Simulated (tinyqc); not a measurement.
Single-oscillator infrared dielectric function of a polar cubic crystal. From eps_s back to Born charge Z*. Computed by tinyqc, a small Python program. Command: `OMP_NUM_THREADS=1 python tinyqc.py 3014394 3014395 out.jsonl infrared inv`. One thread of a shared host (Intel(R) Xeon(R) Processor @ 2.30GHz), about 0.01 s of CPU time with the checks.

One ion pair, charges +Z* and -Z*, in a cell of volume Omega = a^3/4. Frequencies omega are given as wavenumbers (1/cm); eps_s is the static dielectric constant.

Inputs (values chosen for the exercise, modelled on cubic silicon carbide):
```
quantity             value      unit
lattice constant a    4.36  angstrom
mass M_A            28.086         u
mass M_B            12.011         u
omega_TO               790      1/cm
eps_inf               6.45         -
```

Structure: zinc blende. Free carriers: absent.

Constants: nu for 1 eV/(angstrom^2 u) = 15.6333042 THz; 1 THz = 33.35640952 1/cm; e^2/(4 pi eps_0) = 14.39964548 eV angstrom.

Method. mu = M_A M_B/(M_A + M_B); ionic plasma term W^2 = 4 pi Z*^2 (e^2/(4 pi eps_0))/(Omega mu) in eV/(angstrom^2 u), turned into 1/cm by W = 15.6333042 x 33.35640952 x sqrt(W^2); omega_LO^2 = omega_TO^2 + W^2/eps_inf; eps_s = eps_inf + W^2/omega_TO^2; Szigeti charge 3 Z*/(eps_inf + 2); longitudinal (Callen) charge Z*/eps_inf.

Task: A run gave the result below. Find the Born charge Z*, known to lie between 1.6 and 4.6 e.

eps_s = 10.2406

Result:

Each step takes the trial c = (a f_b - b f_a)/(f_b - f_a), f being the result less the target and a, b, c the logarithms of the listed values; c replaces end b, the old b replaces a if the sign of f changed, and otherwise f_a is halved.

Scan of the range:
```
Born charge Z* (e)    eps_s
1.60                 7.6078
1.91                 8.1000
2.28                 8.8012
2.71                 9.7716
3.24                11.1979
3.86                13.1888
4.60                16.0203
```

False position (Illinois rule, in the logarithm of the input) inside the bracket:
```
step    end a    end b    trial    eps_s
1     2.71000  3.24000  2.87394  10.1856
2     3.24000  2.87394  2.89270  10.2346
3     3.24000  2.89270  2.89677  10.2452
4     2.89270  2.89677  2.89500  10.2406
5     2.89677  2.89500  2.89500  10.2406
```

eps_s rises at every point of a 13-point scan of the range (every second point is shown), so one value fits; it is bracketed by 2.71 and 3.24. Answer: Born charge Z* = 2.895 e.
